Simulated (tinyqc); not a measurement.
Worked calculation: one-electron ion in a basis of Gaussians. Computed by tinyqc, a small Python program that keeps every step. Settings: Z = 4, l = 0. Command: `OMP_NUM_THREADS=1 python tinyqc.py 23809 23810 out.jsonl` (the two numbers bound the seeds that draw the settings). One thread of a shared host (Intel(R) Xeon(R) Processor @ 2.60GHz), about 0.01 s of CPU time with the checks.

## Matrices over normalised Gaussians

exponents of r^l exp(-a r^2) (1/bohr^2): 1.014000  4.237000  17.690000  73.880000  308.500000  1288.000000  5380.000000

Z = 4

l = 0

With p = a_i + a_j and I(k) = Gamma((k+1)/2) / (2 p^((k+1)/2)): S = I(2l+2), T = (2l+3) a_i a_j S / p, V = -Z I(2l+1), each divided by sqrt(S_ii S_jj).

S, lower triangle:
```
          1         2         3         4         5         6         7
1  1.000000
2  0.701462  1.000000
3  0.304767  0.701723  1.000000
4  0.111121  0.304871  0.701627  1.000000
5  0.038636  0.111176  0.304843  0.701679  1.000000
6  0.013278  0.038660  0.111178  0.304908  0.701730  1.000000
7  0.004548  0.013281  0.038647  0.111165  0.304843  0.701577  1.000000
```

T (hartree), lower triangle:
```
          1         2          3           4           5            6            7
1  1.521000
2  1.721789  6.355500
3  0.876840  7.196051  26.535000
4  0.333455  3.665023  30.042009  110.820000
5  0.117146  1.394013  15.300650  125.472029  462.750000
6  0.040359  0.489797   5.820262   63.913699  523.954103  1932.000000
7  0.013834  0.168685   2.044274   24.304872  266.831667  2187.252960  8070.000000
```

V (hartree), lower triangle:
```
           1           2           3           4            5            6            7
1  -6.427603
2  -7.255049  -13.138908
3  -5.949081  -14.831004  -26.846889
4  -4.340469  -12.161958  -30.303854  -54.864761
5  -3.067959   -8.873930  -24.850015  -61.930048  -112.113428
6  -2.151631   -6.272615  -18.132293  -50.787082  -126.552111  -229.080425
7  -1.505952   -4.398620  -12.815474  -37.054106  -103.774432  -258.575907  -468.188979
```

## Generalised eigenproblem

H = T + V (hartree), lower triangle:
```
           1          2           3           4           5            6            7
1  -4.906603
2  -5.533260  -6.783408
3  -5.072242  -7.634953   -0.311889
4  -4.007014  -8.496935   -0.261845   55.955239
5  -2.950813  -7.479917   -9.549364   63.541981  350.636572
6  -2.111272  -5.782818  -12.312032   13.126617  397.401992  1702.919575
7  -1.492118  -4.229935  -10.771200  -12.749234  163.057235  1928.677053  7601.811021
```

Solve H C = S C e through S^(-1/2); each column has its largest component positive (the first on a tie).

eigenvalues of S: 0.059253  0.123205  0.269544  0.567083  1.113219  1.961660  2.906036

eigenvalues (hartree): -7.990596  -1.084292  18.047298  123.739223  615.465412  2790.192642  12584.165049

coefficients:
```
          1          2          3          4          5          6          7
1  0.232202   1.343341  -0.665475  -0.243110   0.100494  -0.044088   0.019483
2  0.640338  -0.935240   1.710435   0.787586  -0.326423   0.142032  -0.062548
3  0.227739  -0.108192  -1.519205  -1.637329   0.780223  -0.337817   0.147415
4  0.044125  -0.037713   0.059362   1.670805  -1.571987   0.758462  -0.328123
5  0.007960  -0.003078  -0.038914  -0.155056   1.710886  -1.524009   0.723202
6  0.001244  -0.001117   0.002707   0.038693  -0.192575   1.694392  -1.433035
7  0.000284  -0.000121  -0.001188  -0.003863   0.032354  -0.163934   1.531632
```

For Z = 4 and l = 0 the exact lowest level is -Z^2/(2 n^2) with n = l + 1: -8.000000 hartree.
